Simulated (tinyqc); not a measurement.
What moves the results: density of states of one tight-binding band on the simple cubic lattice. A value that a table varies takes the place of the one given here.

E(k) = -2 t (c1 + c2 + c3) - 4 t2 (c1 c2 + c2 c3 + c3 c1) with ci = cos(2 pi ki); k in fractions of the reciprocal vectors, mesh k_i = j/N with j = 0 .. N-1. Densities are per cell and per spin, so the band holds one state.

Each cube of the mesh, corners numbered 0 to 7 as the binary number (i j l), is cut into six tetrahedra around the diagonal 0-7: 0137, 0157, 0237, 0267, 0457, 0467. For corner energies e1 <= e2 <= e3 <= e4 and eij = ei - ej, the share of the tetrahedron below E is n = (E - e1)^3/(e21 e31 e41) for e1 < E < e2; n = [e21^2 + 3 e21 x + 3 x^2 - (e31 + e42) x^3/(e32 e42)]/(e31 e41) with x = E - e2 for e2 < E < e3; n = 1 - (e4 - E)^3/(e41 e42 e43) for e3 < E < e4; its density of states is g = dn/dE.

Gaussian broadening: g(E) = mean over the mesh of exp(-(E - E_k)^2/(2 sigma^2))/(sigma sqrt(2 pi)), n(E) = mean of erfc((E_k - E)/(sigma sqrt 2))/2.

Parameters, chosen for this exercise:

| symbol | value | unit | meaning |
|---|---|---|---|
| t | 0.9 | eV | nearest hopping |
| t2 | -0.11 | eV | second hopping |
| N2 | 10 |  | mesh points along each axis in this comparison |
| sigma | 0.18 | eV | Gaussian width |
| E | 0.3 | eV | energy at which the density is wanted |

## Three ways to the same curve

N = N2 here; the reference is the linear method with N = 36.

g(E) (1/eV):

| E (eV) | reference | linear tetrahedra | Gaussian, sigma | Gaussian, sigma/4 | reference n(E) |
|---|---|---|---|---|---|
| -3.097 | 0.088 | 0.084 | 0.095 | 0.011 | 0.054 |
| -2.116 | 0.188 | 0.186 | 0.164 | 0.176 | 0.182 |
| -1.134 | 0.171 | 0.179 | 0.127 | 0.023 | 0.358 |
| -0.152 | 0.159 | 0.163 | 0.092 | 0.197 | 0.519 |
| 0.830 | 0.150 | 0.152 | 0.079 | 0.001 | 0.670 |
| 1.812 | 0.097 | 0.095 | 0.104 | 0.191 | 0.800 |
| 2.793 | 0.063 | 0.064 | 0.114 | 0.348 | 0.877 |
| 3.775 | 0.044 | 0.044 | 0.029 | 0.000 | 0.929 |
| 4.757 | 0.030 | 0.030 | 0.020 | 0.003 | 0.965 |
| 5.739 | 0.018 | 0.017 | 0.027 | 0.089 | 0.989 |

What does this show, and why?

Root-mean-square errors against the reference: 0.0035 for linear tetrahedra, 0.0389 for sigma and 0.1222 for sigma/4. The narrow Gaussian is worse than the wide one, because it resolves the separate mesh levels. The reference is highest at -2.116 eV of the energies listed, and half filling lies between -1.134 and -0.152 eV.

## Convergence with the mesh

At the energy E; the plain count is the share of mesh points below E; the reference is the linear method with N = 36.

Results:

| N | points | g linear | n linear | g Gaussian | n Gaussian | n plain count |
|---|---|---|---|---|---|---|
| 4 | 64 | 0.1952 | 0.5977 | 0.0692 | 0.6503 | 0.6562 |
| 6 | 216 | 0.1694 | 0.5889 | 0.0895 | 0.5663 | 0.5556 |
| 8 | 512 | 0.1598 | 0.5907 | 0.1562 | 0.6069 | 0.6133 |
| 12 | 1728 | 0.1569 | 0.5898 | 0.1193 | 0.5840 | 0.5822 |
| 16 | 4096 | 0.1564 | 0.5898 | 0.1492 | 0.5901 | 0.5845 |
| 20 | 8000 | 0.1556 | 0.5899 | 0.1549 | 0.5889 | 0.5853 |

reference n and g: 0.5898  0.1545

What can be read from the table?

The linear n(E) stays within 0.002 of the reference from N = 6 on. The Gaussian g still moves by more than 1 % between the last two meshes. At the last mesh it lies 0.000 1/eV from the reference g and the linear g +0.001. The plain count errs by -0.0046 at the last mesh.

## Critical points

The gradient vanishes at these points by symmetry; the signs of the eigenvalues of the second-derivative matrix give the type.

Critical points:

| point | k | E (eV) | positive | negative | type |
|---|---|---|---|---|---|
| Gamma | (0, 0, 0) | -4.0800 | 3 | 0 | minimum |
| X | (0.5, 0, 0) | -2.2400 | 2 | 1 | saddle |
| M | (0.5, 0.5, 0) | 1.3600 | 1 | 2 | saddle |
| R | (0.5, 0.5, 0.5) | 6.7200 | 0 | 3 | maximum |

How do the results move?

Gamma is a minimum at -4.080 eV: its contribution to g starts as a square root. X is a saddle at -2.240 eV: g has a square-root kink there. M is a saddle at 1.360 eV: g has a square-root kink there. R is a maximum at 6.720 eV: its contribution to g ends as a square root.

## What moves the count of states

Linear method and Gaussian sum with N = 14. Each row changes one parameter from the base and keeps the others.

Results:

| case | n linear | g linear (1/eV) | n Gaussian | g Gaussian (1/eV) |
|---|---|---|---|---|
| base | 0.5900 | 0.1566 | 0.5915 | 0.1504 |
| t = 0.99 eV | 0.5820 | 0.1432 | 0.5843 | 0.1498 |
| E = 0.39 eV | 0.6040 | 0.1557 | 0.6043 | 0.1360 |
| sigma = 0.36 eV | 0.5900 | 0.1566 | 0.5892 | 0.1536 |
| t2 = -0.065 eV | 0.5731 | 0.1594 | 0.5747 | 0.1798 |

What can be read from the table?

The largest shifts from the base row, up to three for each result and ties (the steps differ in size, so this ranks the rows, not the parameters). n linear: t2 -0.0168, E +0.0141, t -0.0080; unchanged at the printed digits by sigma. g linear (1/eV): t -0.0134, t2 +0.0028, E -0.0010; unchanged at the printed digits by sigma. n Gaussian: t2 -0.0167, E +0.0129, t -0.0072. g Gaussian (1/eV): t2 +0.0295, E -0.0144, sigma +0.0032.

(tinyqc, `OMP_NUM_THREADS=1 python tinyqc.py 1680858 1680859 out.jsonl`, Intel(R) Xeon(R) Processor @ 2.30GHz, 1 thread, shared host, about 0.2 s.)
